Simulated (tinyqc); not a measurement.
## Via and link resistance from two via chains

Inverse problem. A chain of 2000 vias joined by 2000 metal links has R = 2000 (Rv + Rlink), with Rlink proportional to the link length. Find Rv, Rlink for length L, and the value of Rv that the short chain would give if the links were ignored.

resistance of chains of 2000 links with link lengths L and 3 L (ohm): [26600, 39800]

Answer. R per link is a straight line in the link length; its intercept at zero length is Rv.

Rv = 10.0 ohm
Rlink = 3.30 ohm
Rv without correction = 13.3 ohm

Program tinyqc, `OMP_NUM_THREADS=1 python tinyqc.py 2750112 2750113 out.jsonl`; Intel Xeon 2.30GHz, shared host, one thread, about 0.01 s.
